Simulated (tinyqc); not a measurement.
Configuration-coordinate model of carrier capture at a defect: one step. The multiphonon factor. Four cases, with inputs chosen for the exercise.

Task: Form p, nb, x and ln W, the classical ln W, and the capture time 1/(nu W).

Two parabolas of equal curvature k in one coordinate Q: with the carrier free at the band edge, U_f = k Q^2/2; with the carrier trapped, U_t = k (Q - dQ)^2/2 - ET. ER = k dQ^2/2, Huang-Rhys factor S = ER/hw, hw = 0.0646541 sqrt(k/M) eV for k in eV/angstrom^2 and M in u. The curves cross at a height Eb = (ER - ET)^2/(4 ER) above the free minimum.

Multiphonon factor for giving p = ET/hw phonons to the lattice: W = exp(-S (2 nb + 1)) ((nb + 1)/nb)^(p/2) I_p(x), nb = 1/(exp(hw/kT) - 1), x = 2 S sqrt(nb (nb + 1)), I_p the modified Bessel function. Classical limit: W = hw exp(-Eb/kT)/sqrt(4 pi ER kT). At T = 0: exp(-S) S^p/Gamma(p + 1).

Constants: kB = 8.617333262e-05 eV/K.

Give: p, nb, x; ln W; capture time.

Case 1.

Values chosen (of the size met at a deep level in Si; shifted at random, so the results belong to these values and not to a real crystal): ET = 0.47 eV (thermal depth of the level below the band edge); ER = 0.2 eV (relaxation energy); hw = 0.041 eV (phonon energy of the mode); T = 400 K (temperature); nu = 1e+11 1/s (attempt rate).

Result:

p, nb, x: [11.4634, 0.4376, 7.7378]

ln W: quantum -4.311, classical -4.615

capture time = 7.45e-10 s

The quantum factor is 1.36 times the classical one at kT/hw = 0.84: the classical form serves within a factor of e.

Case 2.

Values chosen (of the size met at an oxide trap near a Si / SiO2 interface; shifted at random, so the results belong to these values and not to a real crystal): ET = 0.44 eV (thermal depth of the level below the band edge); ER = 1.48 eV (relaxation energy); hw = 0.036 eV (phonon energy of the mode); T = 150 K (temperature); nu = 1e+12 1/s (attempt rate).

Result:

p, nb, x: [12.2222, 0.0658, 21.7713]

ln W: quantum -13.602, classical -16.746

capture time = 8.07e-07 s

The quantum factor is 23.2 times the classical one at kT/hw = 0.36: nuclear tunnelling rules.

Case 3.

Values chosen (of the size met at a deep level in Si; shifted at random, so the results belong to these values and not to a real crystal): ET = 0.23 eV (thermal depth of the level below the band edge); ER = 0.09 eV (relaxation energy); hw = 0.028 eV (phonon energy of the mode); T = 250 K (temperature); nu = 1e+11 1/s (attempt rate).

Result:

p, nb, x: [8.2143, 0.3748, 4.6145]

ln W: quantum -3.922, classical -4.245

capture time = 5.05e-10 s

The quantum factor is 1.38 times the classical one at kT/hw = 0.77: the classical form serves within a factor of e.

Case 4.

Values chosen (of the size met at a vacancy centre in SiC; shifted at random, so the results belong to these values and not to a real crystal): ET = 1.18 eV (thermal depth of the level below the band edge); ER = 0.47 eV (relaxation energy); hw = 0.04 eV (phonon energy of the mode); T = 250 K (temperature); nu = 1e+13 1/s (attempt rate).

Result:

p, nb, x: [29.5000, 0.1851, 11.0062]

ln W: quantum -10.382, classical -14.634

capture time = 3.23e-09 s

The quantum factor is 70.3 times the classical one at kT/hw = 0.54: nuclear tunnelling rules.

Computed by tinyqc, one run a case: `OMP_NUM_THREADS=1 python tinyqc.py N N+1 out.jsonl` with N = 1451329, 1451424, 1451901, 1452420; one thread of a shared Intel(R) Xeon(R) Processor @ 2.30GHz, about 0.01 s a run at most.
